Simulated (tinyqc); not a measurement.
# Worked calculation: resistance of a tapered via with liner, size effect and interface

Computed by the program tinyqc: `OMP_NUM_THREADS=1 python tinyqc.py 2750059 2750060 out.jsonl`, one thread of a shared Intel Xeon 2.30GHz, about 0.01 s for the whole run. Printed values are rounded.

A round via whose diameter grows from db at the bottom as D(z) = db + 2 z/tan(ang). The fill, of diameter D - 2 tl, starts above the bottom liner (thickness fb tl) and has rho = rho0 (1 + ks lam/(D - 2 tl)); the sidewall liner conducts in parallel with it. The bottom liner and the interface are crossed over the full area pi db^2/4. Spreading in the lines above and below is left out.

Values chosen for this exercise; fill metal close to molybdenum:

| symbol | value | unit | meaning |
|---|---|---|---|
| db | 21 | nm | diameter at the bottom |
| hv | 42 | nm | height |
| ang | 89 | degrees | sidewall angle |
| rho0 | 5.26 | uohm cm | bulk resistivity of the fill |
| lam | 11.4 | nm | mean free path of the fill |
| ks | 1.5 |  | size-effect factor |
| tl | 0.4 | nm | liner on the sidewall |
| fb | 0.5 |  | liner at the bottom over that on the sidewall |
| rl | 230 | uohm cm | resistivity of the liner |
| ri | 3.2e-12 | ohm cm^2 | interface resistivity at the bottom |
| Sb | 1.3e15 | S/m^2 | ballistic conductance per area, about 3/(4 rho0 lam) |

## Slices of the via

Slices between z0 = fb tl and hv, evaluated at their midpoints: conductance per length pi/4 [(D - 2 tl)^2/rho + (D^2 - (D - 2 tl)^2)/rl], slice resistance = slice height over that. 10 slices.

z, slice 0 to 9 (nm): [2.29, 6.47, 10.65, 14.83, 19.01, 23.19, 27.37, 31.55, 35.73, 39.91]
D, slice 0 to 9 (nm): [21.0799, 21.2259, 21.3718, 21.5177, 21.6636, 21.8096, 21.9555, 22.1014, 22.2473, 22.3933]
rho, slice 0 to 9 (uohm cm): [9.69522, 9.66353, 9.63230, 9.60150, 9.57114, 9.54119, 9.51166, 9.48254, 9.45381, 9.42547]
slice resistance, slice 0 to 9 (ohm): [1.25037, 1.22859, 1.20735, 1.18663, 1.16643, 1.14672, 1.12750, 1.10873, 1.09042, 1.07254]

## Total resistance

R_fill = sum of the slices; R_bottom = rl fb tl/(pi db^2/4); R_interface = ri/(pi db^2/4); ballistic (Sharvin) limit 1/(Sb pi (db - 2 tl)^2/4); ideal cylinder rho0 hv/(pi db^2/4).

parts (ohm): fill 11.5853, bottom liner 1.32810, interface 0.923893
R = 13.8373 ohm
shares (%): fill 83.7252, bottom liner 9.5980, interface 6.6768
ballistic limit = 2.40029 ohm
ideal cylinder = 6.37832 ohm

The fill is the largest part, and R is 2.17 times the ideal cylinder. With 2000 slices R = 13.837 ohm.
